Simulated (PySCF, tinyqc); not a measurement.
Worked calculation: G0W0 on RHF in the sto-3g basis, for H4, spin multiplicity 1. The lowest restricted solution is unstable here: a spin-polarised one lies 0.0525 hartree lower (PySCF). One step of it, computed by the program tinyqc.

Question. G0W0 on Hartree-Fock: LUMO. W(p,q,m) = sqrt2 sum_ia (pq|ia) (X+Y)_ia,m; Sigma_c(x) = sum_(i,m) W^2/(x - e_i + w_m) + sum_(a,m) W^2/(x - e_a - w_m); solve x = e_p + Sigma_c(x) by Newton steps; Z = 1/(1 - dSigma/dx); 1 hartree = 27.211386 eV.

orbital energies (hartree): [-0.488910, -0.294708, 0.218994, 0.419027]

Two-electron integrals over orbitals (pq|rs), unique and non-zero (hartree):
```
(11|11) 0.433687   (21|21) 0.154791   (22|11) 0.432036   (22|22) 0.439200
(31|31) 0.120645   (32|32) 0.095536   (33|11) 0.427332   (33|22) 0.429198
(33|33) 0.435573   (41|32) 0.093178   (41|41) 0.090910   (42|31) 0.125731
(42|42) 0.135603   (43|21) 0.158030   (43|43) 0.172546   (44|11) 0.433127
(44|22) 0.441051   (44|33) 0.442878   (44|44) 0.455484
```

excitation energies w (hartree): [0.613905, 0.714951, 1.108219, 1.112579]

X + Y, order 1>3, 1>4, 2>3, 2>4:
```
[[0.000000, 0.729538, 0.543525, 0.000000],
 [-0.378318, 0.000000, 0.000000, 0.858540],
 [0.869367, 0.000000, 0.000000, 0.211383],
 [0.000000, -0.679478, 0.588375, 0.000000]]
```

Give: The 12 largest terms at x = e_p; Newton steps; quasiparticle energy of the LUMO; Hartree-Fock value.

Answer.

The 12 largest terms at x = e_p (hartree; W for the signs of X + Y given):
```
q  m       W      term
1  3  0.1974    0.0214
2  4  0.1417    0.0123
2  1  0.0676    0.0041
1  2  0.0037  9.38e-06
```

Newton steps (hartree):
```
step       x  Sigma_c(x)       Z
0     0.2190      0.0379  0.9775
1     0.2560      0.0370  0.9785
2     0.2560      0.0370  0.9785
```

quasiparticle energy of the LUMO = 6.9665 eV

Hartree-Fock value = 5.9591 eV
